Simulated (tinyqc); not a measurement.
Worked calculation: two-dimensional electron gas with Rashba and Dresselhaus coupling. Values are carried at full precision from step to step, so a last printed digit may differ when a step is redone from the rounded ones.

H = c k^2/m + al (ky sx - kx sy) + b1 (kx sx - ky sy) + gam kx ky (kx sy - ky sx), s the Pauli matrices, x = [100], c = hbar^2/2m0, b1 = gam (pi/L)^2 (hard walls). H = c k^2/m + B.s, so E = c k^2/m -/+ |B| and the lower state has its spin along -B.

Constants: hbar^2/2m0 = 3.80998211 eV angstrom^2; hbar = 6.58211957e-16 eV s.

Inputs chosen for the exercise (of the size met in GaAs; shifted at random, so the results belong to these values and not to a real crystal): m = 0.0694 m0 (mass); al = 0.012 eV angstrom (Rashba constant); gam = 0 eV angstrom^3 (bulk Dresselhaus constant); L = 209 angstrom (width of the (001) well); n = 5.1 1e11/cm^2 (sheet density (one subband filled)); phi = 0 degrees (angle of k from [100]).

## Scales

b1; mean Fermi wave vector k0 = sqrt(2 pi n) (1e11/cm^2 = 1e-5/angstrom^2); E0 = c k0^2/m; b3 = gam k0^2/4; kR = al m/(2c) and ER = al kR/2, the shift and depth of a pure Rashba band.

b1 = 0 eV angstrom
k0 = 0.01790 1/angstrom
E0 = 17.592 meV
b3 = 0 eV angstrom
kR = 0.0001093 1/angstrom
ER = 0.0006558 meV

There is no Dresselhaus term; kR is 0.6 % of k0.

## Spin-orbit field at one point of the Fermi circle

k = k0 (cos phi, sin phi). Form B, the splitting 2|B| and the direction of the lower spin, atan2(-By, -Bx).

Bx, By (meV): 0.0000  -0.2148

splitting = 0.4296 meV
direction of the lower spin = 90.0 degrees

## The matrix

H = [[E0, Bx - i By], [Bx + i By, E0]] in meV; diagonalise. Precession period h/(2|B|) = 2 pi hbar/(splitting).

H (meV):
```
            up     down
up     17.5919  0.2148i
down  -0.2148i  17.5919
```

levels (meV): 17.3771  17.8067

period = 9.63 ps

## The two wave vectors at the energy E0 along this direction

Solve c k^2/m -/+ |B(k)| = E0. The spin turns by (k_outer - k_inner) per length, so a half turn takes pi/(difference).

k (1/angstrom): outer 0.018011, inner 0.017792

difference = 0.0002186 1/angstrom
length of a half turn = 1437 nm

For linear terms alone the difference is (m/c)|B|/k, whatever the energy: every electron along this direction turns alike, the basis of the spin transistor.

## Checks

- Difference of the Fermi wave vectors without Dresselhaus terms against al m/c: both 0.00021858.

tinyqc: `OMP_NUM_THREADS=1 python tinyqc.py 1450649 1450650 out.jsonl`; about 0.01 s, one thread, shared Intel(R) Xeon(R) Processor @ 2.30GHz.
